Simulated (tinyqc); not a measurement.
What moves the results: optical gain and spontaneous emission in a bulk direct-gap semiconductor. A value that a table varies takes the place of the one given here.

Parabolic bands, vertical transitions, no excitons. For each hole band j: mr = me mj/(me + mj); joint density of states J_j(E) = (mr/c)^(3/2) sqrt(E - Eg)/(2 pi^2), both spins, c = hbar^2/2m0; averaged matrix element |e.p|^2 = m0 Ep/6; alpha_j(E) = 4 pi^2 alpha_f c Ep J_j/(3 nr E) in 1/angstrom (alpha_f the fine-structure constant, listed as alpha among the constants), times 1e8 for 1/cm.

F_j(eta) = (1/Gamma(j + 1)) integral_0^infinity x^j dx/(1 + exp(x - eta)), which tends to exp(eta) for eta << 0.

Quasi-Fermi levels: n = Nc F_1/2(Fc/kT) and p = Nv F_1/2(Fv/kT), Fc counted up from the conduction edge and Fv down from the valence edge; Nc, Nv from N = 2 (m kB T/(4 pi c))^(3/2) with c = hbar^2/2m0, in 1/angstrom^3; times 1e24 for 1/cm^3, with me and (mhh^(3/2) + mlh^(3/2))^(2/3).

For band j the electron sits at Ee = (E - Eg) mr/me above its edge and the hole at Eh = (E - Eg) mr/mj; fe = 1/(1 + exp((Ee - Fc)/kT)), fh = 1/(1 + exp((Eh - Fv)/kT)); gain g = sum_j alpha_j (fe + fh - 1).

Spontaneous rate: R = integral of (nr E/(hbar c))^2/(pi^2 hbar) sum_j alpha_j fe fh dE, with alpha in 1/cm and (nr E/(hbar c))^2 in 1/cm^2 (1e16 per 1/angstrom^2); B = R/(n p); lifetime n/R.

Constants: hbar^2/2m0 = 3.80998211 eV angstrom^2; fine-structure constant alpha = 0.007297352564; kB = 8.617333262e-05 eV/K; hbar = 6.58211957e-16 eV s; hbar c = 1973.269805 eV angstrom.

Values chosen for the exercise (near those of GaN; shifted at random, so the results belong to these values and not to a real crystal):
```
symbol  value    unit    meaning
Eg      3.482    eV      direct gap
me      0.2049   m0      electron mass
mhh     1.452    m0      heavy-hole mass
mlh     0.2885   m0      light-hole mass
Ep      16.9     eV      Kane energy
nr      2.64             refractive index
T       350      K
n       8.4e+18  1/cm^3  injected density, n = p
```

## Peak gain against injection

The peak is the largest g over E; a dash marks no gain.

Gain:
```
n (1/cm^3)  Fc (eV)  Fv (eV)  peak gain (1/cm)  peak E - Eg (eV)  B (cm^3/s)
4.1e+18      0.0247  -0.0803                 -                 -    4.25e-11
6.5e+18      0.0469  -0.0660                 -                 -    3.99e-11
9.3e+18      0.0672  -0.0547               103            0.0043    3.74e-11
1.1e+19      0.0780  -0.0493               346            0.0103    3.60e-11
1.5e+19      0.1004  -0.0393              1020            0.0236    3.31e-11
1.9e+19      0.1202  -0.0314              1700            0.0357    3.07e-11
2.4e+19      0.1426  -0.0235              2499            0.0496    2.82e-11
3.2e+19      0.1750  -0.0134              3641            0.0688    2.51e-11
```

transparency density (Fc + Fv = 0) = 8.10e+18 1/cm^3

What does this show?

Gain starts at 8.10e+18 1/cm^3, where Fc = -Fv = 0.0591 eV: with Nv/Nc = 21 the electrons must be degenerate before the holes are. The slope of peak gain against n is 1.43e-16 cm^2 between the first two rows with gain and 1.43e-16 between the last two; the peak moves from 0.0043 to 0.0688 eV above the gap as the bands fill, and B falls by a factor 1.69. Line broadening and gap shrinkage are left out.

## Gain spectrum

At the density n.

Spectrum:
```
E - Eg (eV)  alpha, empty (1/cm)  fe, heavy  fh, heavy  g (1/cm)
0.005                       3803      0.868      0.126       -25
0.010                       5371      0.850      0.123      -139
0.020                       7574      0.809      0.119      -518
0.030                       9250      0.761      0.115     -1081
0.045                      11281      0.673      0.109     -2260
0.060                      12971      0.571      0.103     -3823
0.080                      14894      0.426      0.095     -6379
0.100                      16559      0.294      0.089     -9204
0.130                      18723      0.148      0.079    -13307
0.170                      21176      0.052      0.068    -17793
0.220                      23764      0.013      0.056    -21841
```

Fc + Fv = 0.0032 eV

What can be read from the table?

No listed energy has gain; the carriers only bleach the edge. At 0.220 eV above the gap g is -0.92 times the absorption of the empty crystal, whose limit is -1.

## Transparency density and B against temperature

Eg is held fixed; B is taken at n = 1e15 1/cm^3.

Results:
```
T (K)  transparency density (1/cm^3)  Fc/kT there  B (cm^3/s)
100                         1.24e+18        1.958    3.11e-10
150                         2.27e+18        1.958    1.69e-10
200                         3.50e+18        1.958    1.10e-10
250                         4.89e+18        1.958    7.91e-11
300                         6.43e+18        1.958    6.03e-11
350                         8.10e+18        1.958    4.79e-11
400                         9.90e+18        1.958    3.93e-11
500                         1.38e+19        1.958    2.82e-11
```

What can be read from the table?

Fc/kT at transparency stays at 1.958, since it depends on Nv/Nc alone, so the density goes as T^1.50. B goes as T^-1.49, against T^-1.5 for non-degenerate carriers: hot carriers spread over k and fewer pairs share a wave vector.

## What moves transparency and gain

Transparency is Fc + Fv = 0; the peak is the largest g over E at the density n (0 if none). Each row changes one parameter from the base and keeps the others.

Results:
```
case                 transparency density (1/cm^3)  Fc + Fv (eV)  peak gain (1/cm)
base                                      8.10e+18        0.0032                14
me = 0.2356 m0                            9.27e+18       -0.0085                 0
mhh = 0.871 m0                            6.31e+18        0.0251               366
Ep = 18.6 eV                              8.10e+18        0.0032                15
T = 390 K                                 9.53e+18       -0.0123                 0
n = 1.09e+19 1/cm^3                       8.10e+18        0.0277               330
nr = 2.77                                 8.10e+18        0.0032                13
```

What can be read from the table?

The largest shifts from the base row, up to three for each result and ties (the steps differ in size, so this ranks the rows, not the parameters). transparency density (1/cm^3): mhh -1.79e+18, T +1.43e+18, me +1.16e+18; unchanged at the printed digits by Ep, n and nr. Fc + Fv (eV): n +0.0245, mhh +0.0218, T -0.0156; unchanged at the printed digits by Ep and nr. peak gain (1/cm): mhh +352, n +316, me -14, T -14.

Program tinyqc; command `OMP_NUM_THREADS=1 python tinyqc.py 1650194 1650195 out.jsonl`; about 0.08 s on one thread of a shared Intel(R) Xeon(R) Processor @ 2.30GHz.
